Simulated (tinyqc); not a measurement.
Finite-size error of a charged defect in a periodic cell: Madelung and Makov-Payne terms. Inputs raised by 5 %, one at a time. Computed by tinyqc, a small Python program. Command: `OMP_NUM_THREADS=1 python tinyqc.py 3022058 3022059 out.jsonl imagecharge sens`. One thread of a shared host (Intel(R) Xeon(R) Processor @ 2.30GHz), about 0.1 s of CPU time with the checks.

L is the cube root of the cell volume. The defect charge is a Gaussian, rho(r) = q (2 pi sigma^2)^(-3/2) exp(-r^2/2 sigma^2), repeated periodically in a uniform neutralising background and screened by a continuum. The model cell energy is E(L) = E_0 + [periodic - isolated electrostatic energy].

Inputs (values chosen for the exercise, for a model host): charge q = 2 e; cell length L = 15 angstrom; dielectric constant eps = 9.14; width sigma of the defect charge = 1.1 angstrom; formation energy of the isolated defect E_0 = 1.421 eV.

Supercell lattice: fcc. Screening: isotropic.

Constants: e^2/(4 pi eps_0) = 14.39964548 eV angstrom.

Method:
- Cell vectors: (0,1,1), (1,0,1), (1,1,0), scaled to volume L^3.
- Ewald sum for a unit point charge: scale each Cartesian component of the cell by 1/sqrt(eps_i), giving R', G' and V'; E = [ (1/2) sum erfc(eta R')/R' + (2 pi/V') sum exp(-G'^2/4 eta^2)/G'^2 - eta/sqrt(pi) - pi/(2 V' eta^2) ] e^2/(4 pi eps_0) / sqrt(eps_x eps_y eps_z), over n_i = -6..6, omitting n = (0,0,0), eta = 2/V'^(1/3). alpha = -2 E eps_g L/(e^2/(4 pi eps_0)), eps_g = (eps_x eps_y eps_z)^(1/3).
- Periodic energy of the Gaussian: (2 pi q^2/V) sum_(G != 0) exp(-sigma^2 G^2)/(G.eps.G) x e^2/(4 pi eps_0), n_i = -k..k with k = max(9, L/sigma rounded up). Isolated energy: q^2/(2 sqrt(pi) sigma) <1/(n.eps.n)> e^2/(4 pi eps_0), the mean over directions n, here 1/eps.
- Second radial moment Q = q <r^2> = 3 q sigma^2; E(corrected) = E(L) + q^2 alpha e^2/(4 pi eps_0)/(2 eps L) - 2 pi q Q e^2/(4 pi eps_0)/(3 eps L^3). Errors left are the corrected energies less E_0.

Runs; columns: (1) input moved; (2) from; (3) to; (4) point-charge correction -q^2 E (eV); (5) Madelung constant alpha; (6) isolated energy (eV); (7) error left after the first term (eV):
```
(1)                                           (2)    (3)     (4)    (5)    (6)      (7)
base run                                        -      -  0.6067  2.888  1.616  0.01420
cell length L (angstrom)                       15  15.75  0.5778  2.888  1.616  0.01226
dielectric constant eps                      9.14  9.597  0.5778  2.888  1.539  0.01352
width sigma of the defect charge (angstrom)   1.1  1.155  0.6067  2.888  1.539  0.01565
```

Exponents ln(y'/y) / ln(x'/x):
```
input                             point-charge correction -q^2 E  Madelung constant alpha  isolated energy  error left after the first term
cell length L                                                 -1                        0                0                               -3
dielectric constant eps                                       -1                        0               -1                               -1
width sigma of the defect charge                               0                        0               -1                                2
```

To which inputs is each result most sensitive?

Among the inputs moved here: point-charge correction -q^2 E answers most in size to cell length L (exponent -1.000), and about equally to dielectric constant eps (-1.000); its exponent is below 0.0005 for width sigma of the defect charge. Its exponent -1.000 in cell length L: the Madelung term goes as 1/L. Its exponent -1.000 in dielectric constant eps: isotropic screening divides every term by eps. Madelung constant alpha hardly depends on these (all exponents below 0.005). Isolated energy answers most in size to dielectric constant eps (exponent -1.000), and about equally to width sigma of the defect charge (-1.000); its exponent is below 0.0005 for cell length L. Its exponent -1.000 in width sigma of the defect charge: the self-energy goes as 1/sigma. Error left after the first term answers most in size to cell length L (exponent -3.000), next to width sigma of the defect charge (+2.000). Its exponent -3.000 in cell length L: the third-order term goes as 1/L^3. Its exponent +2.000 in width sigma of the defect charge: the third-order term goes as sigma^2.
